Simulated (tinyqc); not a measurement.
Inside a calculation. Method: G0W0 on RHF in the cc-pvdz basis, for He, spin multiplicity 1. One step of it, computed by the program tinyqc.

Task: Iteration 1: building the Fock matrix. J_ij = sum D_kl (ij|kl), K_ij = sum D_kl (ik|jl); F = H + J - 0.5 K; E = tr D H + tr D J / 2 - 0.25 tr D K + E_nn.

D at the start, lower triangle:
```
           1He 1s    1He 2s   1He 2px   1He 2py   1He 2pz
1He 1s   0.696210
1He 2s   0.608556  0.531937
1He 2px  0.000000  0.000000  0.000000
1He 2py  0.000000  0.000000  0.000000  0.000000
1He 2pz  0.000000  0.000000  0.000000  0.000000  0.000000
```

core Hamiltonian H = T + V (hartree), lower triangle:
```
            1He 1s     1He 2s   1He 2px   1He 2py   1He 2pz
1He 1s   -1.880253
1He 2s   -1.545789  -1.294671
1He 2px   0.000000   0.000000  0.784997
1He 2py   0.000000   0.000000  0.000000  0.784997
1He 2pz   0.000000   0.000000  0.000000  0.000000  0.784997
```

Two-electron integrals (ij|kl) in chemists' order, unique and non-zero (hartree):
```
(11|11) 1.543036   (21|11) 0.784979   (21|21) 0.426774   (22|11) 0.803460
(22|21) 0.475908   (22|22) 0.615562   (31|31) 0.177307   (32|31) 0.142524
(32|32) 0.130008   (33|11) 1.099799   (33|21) 0.627782   (33|22) 0.734404
(33|33) 1.040531   (41|41) 0.177307   (42|41) 0.142524   (42|42) 0.130008
(43|43) 0.063706   (44|11) 1.099799   (44|21) 0.627782   (44|22) 0.734404
(44|33) 0.913119   (44|44) 1.040531   (51|51) 0.177307   (52|51) 0.142524
(52|52) 0.130008   (53|53) 0.063706   (54|54) 0.063706   (55|11) 1.099799
(55|21) 0.627782   (55|22) 0.734404   (55|33) 0.913119   (55|44) 0.913119
(55|55) 1.040531
```

nuclear repulsion = 0 hartree

Give: Coulomb J; exchange K; Fock matrix F; total energy of this density.

Result:

Coulomb J (hartree), lower triangle:
```
         1He 1s  1He 2s  1He 2px  1He 2py  1He 2pz
1He 1s   2.4571
1He 2s   1.3191  1.4660
1He 2px  0.0000  0.0000   1.9204
1He 2py  0.0000  0.0000   0.0000   1.9204
1He 2pz  0.0000  0.0000   0.0000   0.0000   1.9204
```

exchange K (hartree), lower triangle:
```
         1He 1s  1He 2s  1He 2px  1He 2py  1He 2pz
1He 1s   2.2567
1He 2s   1.5483  1.2038
1He 2px  0.0000  0.0000   0.3661
1He 2py  0.0000  0.0000   0.0000   0.3661
1He 2pz  0.0000  0.0000   0.0000   0.0000   0.3661
```

Fock matrix F (hartree), lower triangle:
```
          1He 1s   1He 2s  1He 2px  1He 2py  1He 2pz
1He 1s   -0.5515
1He 2s   -1.0009  -0.4305
1He 2px   0.0000   0.0000   2.5224
1He 2py   0.0000   0.0000   0.0000   2.5224
1He 2pz   0.0000   0.0000   0.0000   0.0000   2.5224
```

total energy of this density = -2.855138 hartree

This density is the starting one; it is not idempotent, so its energy is not variational and may lie below the converged one.
